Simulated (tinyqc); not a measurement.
# Changing the Huang-Rhys factor S

Model: non-radiative capture by multiphonon emission, one effective mode. Computed by tinyqc, a small Python program. Command: `OMP_NUM_THREADS=1 python tinyqc.py 3000318 3000319 out.jsonl capture sweep`. One thread of a shared host (Intel(R) Xeon(R) Processor @ 2.30GHz), about 0.03 s of CPU time with the checks.

The initial state (free carrier plus empty centre) lies dE above the final state; both have the same frequency and are displaced by dQ.

Inputs (values chosen for the exercise, for a model semiconductor):
```
quantity                     value                   unit
energy released dE            0.19                     eV
phonon energy hbar omega      8.69                    meV
electron-phonon coupling W  0.0036  eV/(u^(1/2) angstrom)
cell volume V                 1840             angstrom^3
degeneracy g                     2                      -
broadening b                     6                    meV
carrier mass m               0.112                    m_0
temperature T                  200                      K
defect density N_t           2e+14                  cm^-3
```

Centre: neutral.

Constants: hbar^2/u = 4.18015928e-03 eV angstrom^2; k_B = 8.617333262e-05 eV/K; hbar = 6.582119569e-16 eV s; k_B = 1.380649e-23 J/K; m_0 = 9.1093837015e-31 kg.

Method:
- dQ = sqrt(2 S (hbar^2/u)/hbar omega); relaxation energy lambda = S hbar omega; phonons needed P = dE/hbar omega; classical barrier E_b = (dE - lambda)^2/(4 lambda); occupation n = 1/(exp(hbar omega/k_B T) - 1).
- Huang-Rhys weight for a net emission of p phonons: L_p = exp(-S (2n + 1)) ((n + 1)/n)^(p/2) I_p(2 S sqrt(n (n + 1))), I_p the modified Bessel function.
- M_p = sum_m w_m <m_i|Q|(m + p)_f>^2 with Q counted from the final minimum and Boltzmann weights w_m for m = 0..24; <m_i|Q|k_f> = sqrt((hbar^2/u)/(2 hbar omega)) [sqrt(k) <m|k-1> + sqrt(k+1) <m|k+1>], with overlaps of oscillators displaced by d = sqrt(2 S) summed on 1500 points from -16 to 16 + d.
- The delta function is a Gaussian of standard deviation b at dE - p hbar omega.
- C_0 = V (2 pi/hbar) g W^2 sum_p M_p Gaussian_p. The sum runs over the seven p from round(P) - 3 to round(P) + 3; 1 angstrom^3 = 1e-24 cm^3.
- For a neutral centre the Sommerfeld factor is 1.
- C = s C_0; v = sqrt(3 k_B T/m); sigma = C/v; tau = 1/(C N_t).

One run for each value:
```
Huang-Rhys factor S  capture coefficient C (cm^3/s)  classical barrier E_b (eV)  dQ (u^(1/2) angstrom)
5.2                                      3.5041e-10                     0.11602                 2.2367
6.5                                      1.6899e-09                     0.07890                 2.5007
8.1                                      5.7918e-09                     0.05081                 2.7915
10.0                                     1.4197e-08                     0.03058                 3.1017
12.0                                     2.5014e-08                     0.01762                 3.3978
16.0                                     4.2374e-08                     0.00467                 3.9234
19.0                                     4.7438e-08                     0.00094                 4.2754
24.0                                     4.3747e-08                     0.00041                 4.8052
30.0                                     3.1373e-08                     0.00479                 5.3723
```

What does the table show, and why?

Over the rows, capture coefficient C (cm^3/s) goes from 3.50e-10 through a maximum among these rows, 4.74e-8 at 19.0, to 3.14e-8; classical barrier E_b (eV) goes from 0.116 through a minimum among these rows, 4.13e-4 at 24.0, to 0.00479; dQ (u^(1/2) angstrom) rises from 2.24 to 5.37 (exponent d ln y / d ln x about 0.50 throughout). The barrier vanishes where S equals the number of phonons needed, dE/hbar omega = 21.9.

Extremes, crossings and ranges named in words are read from the listed rows.
